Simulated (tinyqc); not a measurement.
Strain-driven roughening and islands of a mismatched epitaxial film. From wetting-layer thickness h_c back to misfit |f|. Computed by tinyqc, a small Python program. Command: `OMP_NUM_THREADS=1 python tinyqc.py 3008016 3008017 out.jsonl island inv`. One thread of a shared host (Intel(R) Xeon(R) Processor @ 2.30GHz), about 0.01 s of CPU time with the checks.

Film and substrate share isotropic elastic constants; the film is coherent and biaxially strained.

Inputs (values chosen for the exercise, modelled on Ge on Si):

| quantity | value | unit |
|---|---|---|
| shear modulus G | 51.6 | GPa |
| Poisson ratio nu | 0.24 | - |
| surface energy gamma | 1.02 | J/m^2 |
| wetting energy gamma_s - gamma | 0.12 | J/m^2 |
| decay length of wetting delta | 0.3 | nm |

Method. M = 2 G (1 + nu)/(1 - nu); stress = M f; energy density w = M f^2. The surface energy depends on thickness as gamma + (gamma_s - gamma) exp(-h/delta). Its curvature adds W2 = (gamma_s - gamma) exp(-h/delta)/delta^2 to the restoring terms; the flat film is stable while W2 > (1 + nu)^2 w^2/gamma, which gives h_c = delta ln[(gamma_s - gamma) gamma/(delta^2 (1 + nu)^2 w^2)], or 0 if negative.

Problem. A run gave the result below. Find the misfit |f|, known to lie between 0.027 and 0.05.

wetting-layer thickness h_c = 0.8025282 nm

Solution.

Each step takes the trial c = (a f_b - b f_a)/(f_b - f_a), f being the result less the target and a, b, c the logarithms of the listed values; c replaces end b, the old b replaces a if the sign of f changed, and otherwise f_a is halved.

Scan of the range:

| misfit \|f\| | wetting-layer thickness h_c (nm) |
|---|---|
| 0.0270 | 1.22175 |
| 0.0299 | 1.09932 |
| 0.0332 | 0.97369 |
| 0.0367 | 0.85342 |
| 0.0407 | 0.72928 |
| 0.0451 | 0.60610 |
| 0.0500 | 0.48233 |

False position (Illinois rule, in the logarithm of the input) inside the bracket:

| step | end a | end b | trial | wetting-layer thickness h_c (nm) |
|---|---|---|---|---|
| 1 | 0.0367 | 0.0407 | 0.0382900 | 0.802528 |

Wetting-layer thickness h_c falls at every point of a 13-point scan of the range (every second point is shown), so one value fits; it is bracketed by 0.0367 and 0.0407. Answer: misfit |f| = 0.03829.
